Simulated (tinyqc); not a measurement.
## Charge pumping in an n-channel transistor: scanning the upper gap with the fall time

The gate is pulsed from accumulation to inversion and back. Energies E are counted from the intrinsic level; Dit(E) = D0 [1 + b (2 E/Eg)^2]. During each edge the traps near the bands emit their carriers, and those between Eh and Ee recombine once a cycle.

ni = sqrt(Nc Nv) exp(-Eg/(2 Vt)), Eg in volts; emission times te = (dV/Va) tf and th = (dV/Va) tr; Ee = -Vt ln(vth sn ni te), Eh = +Vt ln(vth sp ni th). Nit = integral of Dit from Eh to Ee = D0 [Ee - Eh + 4 b (Ee^3 - Eh^3)/(3 Eg^2)], Qcp = q A Nit, Icp = f Qcp.

Parameters, values chosen for the exercise; band and dielectric values those of a made-up semiconductor:
- T = 350 K (temperature)
- Eg = 1.18 eV (band gap)
- Nc = 4.03e19 cm^-3 (conduction-band density of states at 350 K)
- Nv = 3.5e19 cm^-3 (valence-band density of states at 350 K)
- A = 0.74 um^2 (gate area)
- D0 = 9.2e11 cm^-2 eV^-1 (trap density at midgap)
- b = 2 (rise of the trap density towards the band edges)
- sn = 1.1e-16 cm^2 (cross-section for electrons)
- sp = 2.1e-16 cm^2 (cross-section for holes)
- vth = 1.9e7 cm/s (thermal velocity at 350 K, one nominal value for electrons and holes)
- dV = 0.73 V (Vth - Vfb)
- Va = 1.7 V (pulse height)
- f = 52000 Hz (frequency)
- tr = 1100 ns (rise time)

Constants: q = 1.602176634e-19 C, kB = 1.380649e-23 J/K, Vt = kB T/q. Results are converted to the units shown.

The same in every row: Eh (eV) = -0.2532.

Results:
```
tf (ns)  Ee (eV)  Nit (cm^-2)  Icp (pA)
0.9       0.4871     9.133e11     56.30
2.7       0.4539     8.440e11     52.03
8.1       0.4208     7.800e11     48.09
24        0.3881     7.215e11     44.48
73        0.3545     6.662e11     41.07
220       0.3212     6.155e11     37.94
2000      0.2547     5.249e11     32.36
5900      0.2220     4.851e11     29.91
```

Estimate the missing row, tf = 660 ns.

Computed row:
```
tf (ns)  Ee (eV)  Nit (cm^-2)  Icp (pA)
660       0.2881     5.687e11     35.06
```

With this row back in the table: Ee falls from 0.487 to 0.222 eV, by Vt ln 10 a decade, and Icp falls from 56.3 to 29.9 pA. The slope -dNit/d(ln tf)/Vt gives Dit = 2.09e12 cm^-2 eV^-1 near E = 0.471 eV and 1.22e12 near 0.238 eV, against 2.09e12 and 1.22e12 from the profile.

Range of the model: The Fermi levels of inversion and accumulation are taken to lie beyond Ee and Eh, the flat tops to fill all traps, and no geometric current is added.

Computed by the program tinyqc: `OMP_NUM_THREADS=1 python tinyqc.py 2030086 2030087 out.jsonl`, one thread of a shared Intel Xeon 2.30GHz, about 0.01 s for the whole run.
